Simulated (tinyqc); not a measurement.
# Space-charge-limited current with shallow traps: two studies

One carrier type, drift only, an injecting contact at x = 0 (zero field) and thickness L. The share th = y/(1 + y), y = (Nc/Nt) exp(-Et/kB T), of the injected charge is free: J = q mu n F, eps0 eps_r dF/dx = q (n - n0)/th.

Inputs (values chosen for the exercise): temperature T = 350 K; relative permittivity eps_r = 10; mobility mu = 0.028 cm^2/(V s); thickness L = 660 nm; band density of states Nc = 2.5e19 cm^-3; trap density Nt = 6.3e16 cm^-3; trap depth Et = 0.32 eV; free carrier density in equilibrium n0 = 1.5e13 cm^-3; voltage V = 7.1 V.

Constants: q = 1.602176634e-19 C, kB = 1.380649e-23 J/K, Vt = kB T/q, eps0 = 8.8541878128e-14 F/cm where lengths are in cm. Results are converted to the units shown.

Each table varies one quantity; the others keep the values above.

## Effect of the thickness

Ohmic J = q n0 mu V/L; Mott-Gurney J = (9/8) th eps0 eps_r mu V^2/L^3; they cross at Vx = 8 q n0 L^2/(9 th eps0 eps_r); traps fill at V_TFL = q Nt L^2/(2 eps0 eps_r). Exact: with u = n0/n(L), w = -u - ln(1 - u) and v = -u - u^2/2 - ln(1 - u), V = (q n0 L^2/(th eps0 eps_r)) v/w^2 and J = q^2 n0^2 mu L/(th eps0 eps_r w).

Results:
```
L (nm)  J (A/cm^2)  ohmic (A/cm^2)  Mott-Gurney (A/cm^2)  d ln J/d ln V
110          10.27         0.04343                 10.24          1.997
170          2.796         0.02810                 2.775          1.992
270         0.7059         0.01770                0.6926          1.981
410         0.2066         0.01165                0.1978          1.957
630        0.06027        0.007584               0.05452          1.903
1500      0.006571        0.003185              0.004039          1.596
2300      0.002863        0.002077              0.001120          1.345
```

Estimate the missing row, L = 980 nm.

Computed row:
```
L (nm)  J (A/cm^2)  ohmic (A/cm^2)  Mott-Gurney (A/cm^2)  d ln J/d ln V
980        0.01824        0.004875               0.01448          1.789
```

With this row back in the table: J falls from 10.3 to 0.00286 A/cm^2, as L^(-2.99) between the first two rows and L^(-1.94) between the last two (space charge -3, ohmic -1). The thickness law marks a bulk-limited current; an electrode-limited one depends on V/L alone. For L = 110, 170, 270, 410 V exceeds half of V_TFL, which goes as L^2, so trap filling, left out here, would raise the current.

## From ohmic to space-charge-limited current

Same model as above.

From ohmic to space-charge-limited current:
```
V (V)  J (A/cm^2)  ohmic (A/cm^2)  Mott-Gurney (A/cm^2)  d ln J/d ln V
0.077    8.116e-5        7.851e-5              5.577e-6          1.035
0.15     1.637e-4        1.529e-4              2.116e-5          1.076
0.29     3.417e-4        2.957e-4              7.910e-5          1.169
0.55     7.573e-4        5.608e-4              2.845e-4          1.327
1.1      0.002040        0.001122              0.001138          1.533
2.1      0.005820        0.002141              0.004148          1.702
4         0.01818        0.004078               0.01505          1.824
7.6       0.06021        0.007749               0.05433          1.901
15         0.2232         0.01529                0.2116          1.948
28         0.7589         0.02855                0.7374          1.972
55          2.887         0.05608                 2.845          1.985
```

What does the table show?

The local exponent rises from 1.03 to 1.99, passing from ohmic towards the square law around Vx = 1.08 V. In the last row J is 1.5 % above the Mott-Gurney value. For V = 15, 28, 55 the voltage exceeds half of V_TFL = 24.8 V, near which the traps fill and the current rises steeply beyond this model. For V = 0.077, 0.15, 0.29, 0.55, 1.1, 2.1 the voltage is under 100 kB T/q, where diffusion would add more than a third of the Mott-Gurney current.

Range of the model: Diffusion and a field-dependent mobility are left out. With injecting contacts the diffusion current, about 4 pi^2 Vt th eps0 eps_r mu V/L^3, equals the Mott-Gurney current at V = 35 kB T/q (0.9 V at 300 K), so the drift-only result needs V well above that.

Numbers from tinyqc (`OMP_NUM_THREADS=1 python tinyqc.py 2370114 2370115 out.jsonl`; about 0.01 s on one thread of a shared Intel Xeon 2.30GHz).
